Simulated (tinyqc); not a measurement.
Width of the well: finite square well with mass mismatch (envelope functions).

A square well of width L and depth V0, mass mw inside and mb outside, energies from the bottom of the well, c = hbar^2/2m0. k = sqrt(mw E/c), kappa = sqrt(mb (V0 - E)/c). psi and psi'/m are continuous at the walls (BenDaniel-Duke), so level n solves k L + 2 atan[(k/mw)/(kappa/mb)] = n pi.

Constants: hbar^2/2m0 = 3.80998211 eV angstrom^2.

Values chosen for the exercise (near those of a GaAs well in AlGaAs; not measured data): V0 = 0.219 eV (barrier height); mw = 0.0689 m0 (mass in the well); mb = 0.0894 m0 (mass in the barrier); Ls = (25, 37, 56, 84, 126, 190, 284) angstrom (widths).

Levels against L, beside the infinite well E1(hard) = c (pi/L)^2/mw; Pb is the probability of level 1 in the barriers; a dash marks an unbound level.

Levels:
```
L (angstrom)  bound levels  E1 (eV)  E2 (eV)  E1(hard) (eV)     Pb
25                       1   0.1332        -         0.8732  0.403
37                       1   0.0973        -         0.3987  0.239
56                       2   0.0629   0.2117         0.1740  0.119
84                       2   0.0375   0.1434         0.0773  0.053
190                      4   0.0107   0.0425         0.0151  0.008
284                      6   0.0053   0.0213         0.0068  0.003
```

Give the missing row, L (angstrom) = 126.

Computed row:
```
L (angstrom)  bound levels  E1 (eV)  E2 (eV)  E1(hard) (eV)     Pb
126                      3   0.0207   0.0817         0.0344  0.021
```

The infinite well overestimates E1 by a factor 6.55 at 25 angstrom and 1.27 at 284 angstrom. The local exponent d ln E1/d ln L goes from -0.80 (first two rows) to -1.73 (last two), towards the -2 of hard walls, as Pb falls from 0.403 to 0.003. E2 - E1 is largest at 56 angstrom of the widths listed.

Computed by tinyqc, a small Python program: `OMP_NUM_THREADS=1 python tinyqc.py 1252227 1252228 out.jsonl` (the numbers bound the seed that draws the inputs); one thread of a shared host (Intel(R) Xeon(R) Processor @ 2.30GHz), about 0.01 s for the whole set of steps.
